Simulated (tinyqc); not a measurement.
Microkinetic model of a Langmuir-Hinshelwood surface reaction A + (1/2) B2 = AB with Bronsted-Evans-Polanyi barriers: one step, computed by the program tinyqc.

A adsorbs in equilibrium; B2 dissociates irreversibly on two free sites; adsorbed A and B react irreversibly and AB leaves at once. theta_A + theta_B + theta_* = 1.

Problem. Steady state in closed form. theta_A = K_A p_A theta_*; 2 k1 p_B theta_*^2 = k2 theta_A theta_B, so theta_B = w theta_* with w = 2 k1 p_B/(k2 K_A p_A); theta_* = 1/(1 + K_A p_A + w); rate r = k2 theta_A theta_B.

Inputs (values chosen for the exercise, for a model catalyst): pressure p_A = 0.08 bar; pressure p_B = 0.015 bar; temperature T = 700 K.

K_A = 0.03512886 1/bar

k1 = 5829.119 1/(bar s)

k2 = 2.553046e+07 1/s

Give: w; theta_*; theta_A; theta_B; rate r.

Solution.

w = 0.002437

theta_* = 0.9948

theta_A = 0.002796

theta_B = 0.002425

rate r = 173.1 1/s per site

The surface is mostly free, and dissociation limits.
